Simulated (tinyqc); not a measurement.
Length of a molecular wire: coherent transport through a tight-binding bridge. Computed by the program tinyqc. T = Gamma_L Gamma_R |G_1n|^2 with the self-energies of semi-infinite chains.

A uniform bridge between two chains:

| parameter | value |
|---|---|
| site energy (eV) | 1.690000 |
| hopping in the bridge (eV) | 0.450000 |
| lead hopping (eV) | 2.610000 |
| couplings (eV) | 0.46, 0.94 |
| E (eV) | -0.020000 |

Transmission against length:

| sites | T | ln T |
|---|---|---|
| 2 | 2.8655e-03 | -5.8550 |
| 3 | 2.3182e-04 | -8.3696 |
| 5 | 1.5176e-06 | -13.3984 |
| 6 | 1.2279e-07 | -15.9128 |
| 7 | 9.9356e-09 | -18.4271 |
| 8 | 8.0391e-10 | -20.9415 |
| 9 | 6.5046e-11 | -23.4559 |
| 10 | 5.2630e-12 | -25.9703 |

Estimate the missing row, sites = 4.

Computed row:
```
sites           T      ln T
4      1.8757e-05  -10.8840
```

E lies outside the band of the bridge (|E - e|/2h = 1.900 > 1), so T decays as exp(-beta n) with beta = 2 arccosh(1.900) = 2.5144 a site; the last two rows give 2.5144.
